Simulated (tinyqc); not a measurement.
Inside a calculation. Model: two-band model of a narrow-gap semiconductor with electrons and holes. Computed by tinyqc, a small Python program that keeps every step. Command: `OMP_NUM_THREADS=1 python tinyqc.py 3002330 3002331 out.jsonl bipolar walk`. One thread of a shared host (Intel(R) Xeon(R) Processor @ 2.30GHz), about 0.09 s of CPU time with the checks. Intermediate numbers are printed to about 6 digits and carried at full precision; extremes and crossings named in words are read from the listed rows.

Two parabolic bands with acoustic scattering (r = -1/2, a = 0), a gap that does not change with T, and fully ionised dopants. Melting is ignored, so values above the melting point are formal, and kappa_L does not change with T. eta_n = (E_F - E_c)/(k_B T), eta_p = -eta_n - E_g/(k_B T).

Inputs (values chosen for the exercise, modelled on germanium): electron mass m_n = 0.53 m_0; hole mass m_p = 0.35 m_0; electron mobility parameter mu_300,n = 3300 cm^2/(V s); hole mobility parameter mu_300,p = 1800 cm^2/(V s); temperature exponent p = 1.5; band gap E_g = 0.69 eV; net doping N = 2e+16 1/cm^3; lattice thermal conductivity kappa_L = 42 W/(m K); temperature T = 760 K.

Doping: p-type.

Constants: k_B = 8.617333262e-05 eV/K; m_0 = 9.1093837015e-31 kg; k_B = 1.380649e-23 J/K; hbar = 1.054571817e-34 J s; e = 1.602176634e-19 C.

## Fermi level

With x = E/(k_B T), a = alpha k_B T (0 for a parabolic band), G = x (1 + a x), D = 1 + 2 a x and <y> = int y f (1 - f) dx, f = 1/(1 + exp(x - eta)): tau = tau_0 G^r/D; transport function s = G^(3/2 + r)/D^2; n = N_0 <G^(3/2)> with N_0 = (2 m k_B T)^(3/2)/(3 pi^2 hbar^3). Integrals over x = E/(k_B T) use 160 Gauss-Legendre points in u = sqrt(x) from 0 to sqrt(max(eta, 0) + 32). Neutrality: p - n = N, with n = N_0(m_n) <x^(3/2)> at eta_n and p = N_0(m_p) <x^(3/2)> at eta_p.

eta_n = -5.64767

eta_p = -4.88802

## Each band alone

sigma = e mu_0 N_0 <s> with mu_0 = e tau_0/m = mu_300 (T/300 K)^(-p); |S| = (k_B/e)(<x s>/<s> - eta); Lorenz number L = (k_B/e)^2 (<x^2 s>/<s> - (<x s>/<s>)^2); kappa_e = L sigma T; zT = S^2 sigma T/(kappa_L + kappa_e). Hall factor r_H = <x^(3/2)> <x^(1/2)>/<s>^2.

Partial coefficients:
```
band       sigma (S/cm)  |S| (microvolt/K)  L (1e-8 V^2/K^2)  density (1/cm^3)  Hall factor
electrons       13.5538            659.177           1.48582       1.37478e+17      1.17785
holes           8.46352            593.887           1.48656       1.57478e+17      1.17756
```

The minority carriers have the larger |S|, since the Fermi level lies farther from their band; they carry 62 % of the conductivity.

## Both bands together

Both bands together (these totals replace the one-band zT): sigma = sigma_n + sigma_p; S = (sigma_p |S_p| - sigma_n |S_n|)/sigma; kappa_bip = (sigma_n sigma_p/sigma)(|S_n| + |S_p|)^2 T; kappa_e = (L_n sigma_n + L_p sigma_p) T; zT = S^2 sigma T/(kappa_L + kappa_e + kappa_bip); weak-field R_H = (r_p sigma_p^2/p - r_n sigma_n^2/n)/(e sigma^2), where the Hall factors r_n and r_p are <x^(3/2)> <x^(1/2)>/<s>^2.

conductivity sigma = 22.0173 S/cm

Seebeck coefficient S = -177.494 microvolt/K

bipolar thermal conductivity = 0.621737 W/(m K)

kappa_e = 0.0248672 W/(m K)

zT = 0.00123612

Hall coefficient R_H = -13.3680 cm^3/C

The minority carriers have reversed the sign of S, and bipolar flow adds 1.5 % of the thermal conductivity.

## The maximum of |S| and the Goldsmid-Sharp gap

T_max maximises |S| of the majority sign between 150 and 1200 K; the Goldsmid-Sharp estimate is E_g = 2 e |S_max| T_max.

T_max = 418.080 K

|S_max| = 688.301 microvolt/K

Goldsmid-Sharp gap = 0.575530 eV

estimate over true gap = 0.834101

The estimate is 0.83 times the true gap. The weighted-mobility ratio of majority to minority carriers, mu m^(3/2), is 0.293; a ratio below 1 brings the onset forward and lowers the estimate.

## Against temperature

The formulas are those given above.

The same sample:
```
T (K)   n (1/cm^3)   p (1/cm^3)  sigma (S/cm)  S (microvolt/K)  kappa_bip (W/(m K))           zT  R_H (cm^3/C)
150    2.05536e-03  2.00000e+16        12.253      5.62005e+02          8.48153e-19  1.38205e-03   3.67413e+02
200    3.04815e+03  2.00000e+16         7.963      5.99143e+02          6.41525e-13  1.36107e-03   3.67498e+02
250    1.78863e+07  2.00000e+16         5.699      6.27961e+02          2.25382e-09  1.33771e-03   3.67543e+02
300    6.43501e+09  2.00000e+16         4.336      6.51511e+02          5.37110e-07  1.31470e-03   3.67569e+02
350    4.62837e+11  2.00005e+16         3.442      6.71328e+02          2.74295e-05  1.29259e-03   3.67519e+02
400    1.20554e+13  2.00121e+16         2.822      6.86345e+02          5.33090e-04  1.26597e-03   3.65825e+02
500    1.21710e+15  2.12171e+16         2.364      5.48257e+02          3.02785e-02  8.45154e-04   2.28964e+02
600    1.72664e+16  3.72664e+16         5.285      7.94721e-01          1.75973e-01  4.74808e-09  -3.21953e+01
750    1.24849e+17  1.44849e+17        20.498     -1.75605e+02          5.83973e-01  1.11265e-03  -1.44787e+01
900    4.19364e+17  4.39364e+17        50.361     -1.80749e+02          1.29752e+00  3.41465e-03  -4.89479e+00
1050   1.00739e+18  1.02739e+18        94.939     -1.71155e+02          2.30572e+00  6.56900e-03  -2.10491e+00
1200   1.98219e+18  2.00219e+18       152.097     -1.61395e+02          3.55702e+00  1.03738e-02  -1.08317e+00
```

Among the rows where S keeps the majority sign, zT is largest at 150 K (the edge of those rows) and |S| at 400 K. Among these rows sigma is least at 500 K; at higher T thermal pairs outweigh the falling mobility. R_H changes sign between 500 and 600 K. S changes sign between 600 and 750 K. kappa_bip reaches 3.56 W/(m K) at the last row, 0.0847 times kappa_L.

Checks made by the program: neutrality (relative difference below 1e-10).
